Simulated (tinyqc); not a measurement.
Inside a calculation. Model: four-point probe, van der Pauw, Hall and spreading-resistance readings of a semiconductor layer. Computed by tinyqc, a small Python program that keeps every step. Command: `OMP_NUM_THREADS=1 python tinyqc.py 3111559 3111560 out.jsonl probe walk`. One thread of a shared host (Intel(R) Xeon(R) Processor @ 2.30GHz), about 0.01 s of CPU time with the checks. Intermediate numbers are printed to about 6 digits and carried at full precision; extremes and crossings named in words are read from the listed rows.

The layer is uniform and ohmic; contacts are points unless a radius is given.

Inputs (values chosen for the exercise, modelled on p-type silicon):
```
quantity                                        value        unit
carrier density n                             2.4e+17      1/cm^3
drift mobility mu                                 172  cm^2/(V s)
layer thickness t                                1200  micrometre
probe spacing s                                 0.635          mm
current I                                        0.06          mA
side ratio a/b of the van der Pauw rectangle      2.5           -
magnetic field B                                  1.1           T
Hall factor r_H                                   0.7           -
wafer diameter over spacing D/s                    43           -
```

Backing of the layer: insulating.

Constants: e = 1.602176634e-19 C.

## Resistivity and sheet resistance

rho = 1/(e n mu); R_s = rho/t.

resistivity rho = 0.151199 ohm cm

sheet resistance R_s = 1.25999 ohm/square

## Four-point voltage

Collinear probes with equal spacing on a layer with insulating backing: images at depth 2 m t give V = (rho I/(2 pi s)) G, G = 1 + 4 sum_(m>=1) [1/sqrt(1 + (2 m u)^2) - 1/sqrt(4 + (2 m u)^2)], u = t/s; the sum runs to m = 20000, with the tail 3/(32 u^3 M^2) added to the sum for M = 20000. Limits: thick, rho = 2 pi s V/I; thin on an insulator, rho = (pi/ln 2) t V/I.

t/s = 1.88976

G = 1.10912

voltage V = 0.0252190 mV

rho by the thick formula = 0.167699 ohm cm

rho by the thin formula = 0.228603 ohm cm

The thick formula is off by +10.9 % and the thin one by +51.2 %.

## Thickness correction

The last two columns give rho(formula)/rho for rho = 2 pi s V/I and rho = (pi/ln 2) t V/I.

Correction against t/s:
```
t/s        G  thick formula  thin formula
0.1  13.8629        13.8629       1.00000
0.2   6.9315         6.9315       1.00000
0.3   4.6211         4.6211       1.00003
0.5   2.7799         2.7799       1.00264
0.7   2.0175         2.0175       1.01871
1.0   1.5045         1.5045       1.08524
1.5   1.1973         1.1973       1.29547
2.0   1.0939         1.0939       1.57814
3.0   1.0306         1.0306       2.23037
5.0   1.0070         1.0070       3.63194
```

The thin formula holds to 1 % up to t/s = 0.5 and the thick one holds to 1 % from t/s = 5.

## Finite wafer

For a thin circular wafer probed at its centre, R_s = C V/I with C = pi/(ln 2 + ln[((D/s)^2 + 3)/((D/s)^2 - 3)]).

factor C = 4.51124

error if pi/ln 2 is used = 0.468155 %

## The two van der Pauw resistances

Thin rectangle with point contacts at the corners; for R_B current and voltage contacts lie along the two sides of length a, for R_A along those of length b: exp(-pi R_A/R_s) = (theta_4/theta_3)^4, exp(-pi R_B/R_s) = (theta_2/theta_3)^4 with q = exp(-pi a/b), theta_2 = 2 sum_(m>=0) q^((m + 1/2)^2), theta_3 = 1 + 2 sum_(m>=1) q^(m^2), theta_4 = 1 + 2 sum_(m>=1) (-1)^m q^(m^2).

R_A = 0.00249114 ohm

R_B = 2.03923 ohm

ratio R_B/R_A = 818.594

## Solving the van der Pauw equation

Solve exp(-pi z R_A) + exp(-pi z R_B) = 1 for z = 1/R_s by seven Newton steps from z = 2 ln 2/(pi (R_A + R_B)); f = R_s 2 ln 2/(pi (R_A + R_B)).

Steps:
```
step  1/z (ohm)  left side less 1
0       4.62691       2.48733e-01
1       2.69967       9.03022e-02
2       1.92416       3.17527e-02
3       1.53008       1.00899e-02
4       1.33413       2.36455e-03
5       1.26790       2.38061e-04
6       1.26010       3.09930e-06
```

R_s found = 1.25999 ohm/square

correction f = 0.272319

Averaging R_A and R_B without f would overstate R_s by 267.2 %.

## Hall reading

V_H = r_H I B/(e n t); apparent density n/r_H; Hall mobility r_H mu; Hall angle tan = r_H mu B (SI).

Hall voltage = 0.00100124 mV

apparent density = 3.42857e+17 1/cm^3

Hall mobility = 120.4 cm^2/(V s)

tangent of the Hall angle = 0.013244

Checks made by the program: thin limit of G, 2 ln 2/u at u = 0.02 (relative difference below 1e-10); R_s recovered (relative difference 1e-08).
